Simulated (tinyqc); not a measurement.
Threshold-voltage variability of a planar MOSFET, analytic estimates: two steps of the calculation.

Three independent sources add in quadrature: random dopants in the depleted layer, metal-gate grains of two orientations, and roughness of the two gate edges acting through the roll-off VT = VT(long) - Vr exp(-L/l). These are first-order estimates: no three-dimensional electrostatics, no percolation.

Inputs (values chosen for the exercise); material values close to those of silicon: temperature T = 300 K; subthreshold factor n = 1.4; gm/I of a matched pair gI = 10 1/V; spread of the gain factor of one device sb = 0.7 %; number of cells Nb = 8388608; wanted yield Y = 0.99.

Constants: q = 1.602176634e-19 C, kB = 1.380649e-23 J/K, Vt = kB T/q. Results are converted to the units shown.

Problem 1. Total spread, mismatch and leakage. s = sqrt(s1^2 + s2^2 + s3^2). For a pair: s(dVT) = sqrt(2) s; current mismatch sqrt(2) sqrt((gI s)^2 + sb^2); input offset = current mismatch/gI. For a Gaussian VT the off current is log-normal with mean/median = exp(s^2/(2 (n Vt)^2)).

s1 = 38.488130 mV
s2 = 32.142857 mV
s3 = 0.75103138 mV

Give: s; s(dVT); current mismatch; input offset; mean/median of Ioff.

Solution 1.

s = 50.150 mV
s(dVT) = 70.923 mV
current mismatch = 70.930 %
input offset = 70.930 mV
mean/median of Ioff = 2.6117

Problem 2. Margin in standard deviations for the wanted yield. Cells fail independently with probability Q(k) = erfc(k/sqrt(2))/2 when the margin is k standard deviations, and Y = exp(-Nb Q(k)). phi = exp(-k^2/2)/sqrt(2 pi). Newton steps on ln Q(k) = ln(-ln(Y)/Nb): k(new) = k + [ln Q - ln(-ln(Y)/Nb)] Q/phi.

k at the start = 3

Find: Q(k); phi; k after iteration 1.

Solution 2.

Q(k) = 0.0013499
phi = 0.0044318
k after iteration 1 = 7.2444

Computed by the program tinyqc: `OMP_NUM_THREADS=1 python tinyqc.py 2090002 2090003 out.jsonl`, one thread of a shared Intel Xeon 2.30GHz, about 0.01 s for the whole run.
